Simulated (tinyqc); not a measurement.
Deal-Grove kinetics of thermal oxidation of silicon: one step, computed by the program tinyqc.

Oxidant diffuses through the oxide and reacts at the interface, so that dx/dt = B/(A + 2x) for the oxide thickness x.

Question. A second oxidation in the same ambient. B = B0 p exp(-E_B/(k_B T)), B/A = (B/A)0 p^m exp(-E_A/(k_B T)), p in atm; A = B/(B/A). Temperatures in kelvin are T(C) + 273.15. Step 2 starts from the thickness x of step 1, with B and A at T2: tau2 = (x^2 + A2 x)/B2 and x2 = (A2/2) [sqrt(1 + 4 B2 (t2 + tau2)/A2^2) - 1].

Inputs (values chosen for the exercise, close to those used for silicon):
```
quantity                       value    unit
prefactor B0                     384  um^2/h
activation energy E_B          0.783      eV
prefactor (B/A)0            1.11e+08    um/h
activation energy E_A           2.05      eV
temperature T                    850       C
oxidant pressure p                 5     atm
pressure exponent m of B/A         1       -
temperature of step 2, T2        850       C
time of step 2, t2              0.52       h
```

Ambient: steam. Surface: (100). Extension: second step.

oxide thickness x = 0.2041974 um

Constants: k_B = 8.617333262e-05 eV/K.

Give: B2; A2; tau2; thickness after both steps x2.

Answer.

B2 = 0.5886 um^2/h

A2 = 1.676 um

tau2 = 0.6522 h

thickness after both steps x2 = 0.3419 um
